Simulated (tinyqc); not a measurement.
What moves the results: Wannier-Stark ladder of a miniband. A value that a table varies takes the place of the one given here.

One state in each well j = -(Nw - 1)/2 ... (Nw - 1)/2: H_jj = j e F d, H_(j,j+1) = -W/4; 1 kV/cm = 0.01 meV/angstrom. In an infinite chain the levels are j e F d and the state of well 0 has amplitude J_j(x) in size on well j, x = W/(2 e F d).

Constants: hbar = 6.58211957e-16 eV s.

Parameters, chosen for this exercise (near those of a non-polar GaN/AlGaN superlattice; not measured data):
```
symbol  value                           unit      meaning
W       37                              meV       miniband width
d       47                              angstrom  period
Nw      9                                         wells
Fs      (8.4, 12, 16, 22, 34, 58, 130)  kV/cm     fields
G       8                               meV       hbar/tau
F       19                              kV/cm     field
```

## Raising the field

Infinite-chain weights beside the middle spacing of the finite stack.

Results:
```
F (kV/cm)  e F d (meV)      x  J_0^2  J_1^2  J_2^2  middle spacing/(e F d)
8.4               3.95  4.686  0.075  0.076  0.024                  1.3451
12                5.64  3.280  0.115  0.052  0.230                  1.0773
16                7.52  2.460  0.001  0.257  0.194                  1.0152
22               10.34  1.789  0.120  0.338  0.092                  1.0018
34               15.98  1.158  0.479  0.237  0.022                  1.0001
58               27.26  0.679  0.789  0.103  0.003                  1.0000
1.3e+02          61.10  0.303  0.955  0.022  0.000                  1.0000
```

How do the results move?

J_0 vanishes at x = 2.405, F = 16.4 kV/cm, where the line at j = 0 disappears; J_0^2 overtakes J_1^2 for good at x = 1.435, F = 27.4 kV/cm, and reaches 0.95 in the last row. The 9 wells reproduce the middle spacing of the even ladder to 1 % from 22 kV/cm on, where the swing W/(e F d) = 2x is 3.6 periods. The lines are seen apart only where e F d exceeds their width, usually a few meV.

## Drift velocity with scattering

Esaki-Tsu: v = v0 y/(1 + y^2), y = e F d/G, v0 = W d/(2 hbar), at zero temperature; 1 angstrom/s = 1e-8 cm/s, 1 kV/cm = 0.01 meV/angstrom. The last column is dv/dF in cm^2/(V s).

Results:
```
y    F (kV/cm)  v (1e6 cm/s)  dv/dF
0.1       1.70          1.31    753
0.3       5.11          3.64    594
0.6      10.21          5.83    269
1.0      17.02          6.61      0
1.5      25.53          6.10    -92
2.5      42.55          4.56    -78
4.0      68.09          3.11    -40
```

v0 = 13.21 x 1e6 cm/s
field at y = 1 = 17.02 kV/cm

What can be read from the table?

The velocity peaks at v0/2 = 6.61 x 1e6 cm/s at 17.02 kV/cm and then falls: negative differential velocity, steepest at y = sqrt3 with -v0/(8 Fc) = -97 cm^2/(V s). The low-field mobility is v0/Fc = 776 cm^2/(V s). At the peak the swing is W/G = 4.6 periods, so the semiclassical picture holds.

## What each parameter does

e F d, x, J_0(x)^2 and the lowest level of the finite stack. Each row changes one parameter from the base and keeps the others.

Results:
```
case             e F d (meV)      x  J_0^2  lowest level (meV)
base                    8.93  2.072  0.033              -42.77
W = 46 meV              8.93  2.576  0.007              -45.65
d = 39 angstrom         7.41  2.497  0.002              -37.49
F = 26.6 kV/cm         12.50  1.480  0.274              -55.65
Nw = 11                 8.93  2.072  0.033              -51.70
```

How do the results move?

The largest shifts from the base row, up to three for each result and ties (the steps differ in size, so this ranks the rows, not the parameters). e F d (meV): F +3.57, d -1.52; unchanged at the printed digits by W and Nw. x: F -0.592, W +0.504, d +0.425; unchanged at the printed digits by Nw. J_0^2: F +0.240, d -0.031, W -0.026; unchanged at the printed digits by Nw. lowest level (meV): F -12.88, Nw -8.93, d +5.28.

Computed by tinyqc, a small Python program: `OMP_NUM_THREADS=1 python tinyqc.py 1252273 1252274 out.jsonl` (the numbers bound the seed that draws the inputs); one thread of a shared host (Intel(R) Xeon(R) Processor @ 2.30GHz), about 0.01 s for the whole set of steps.
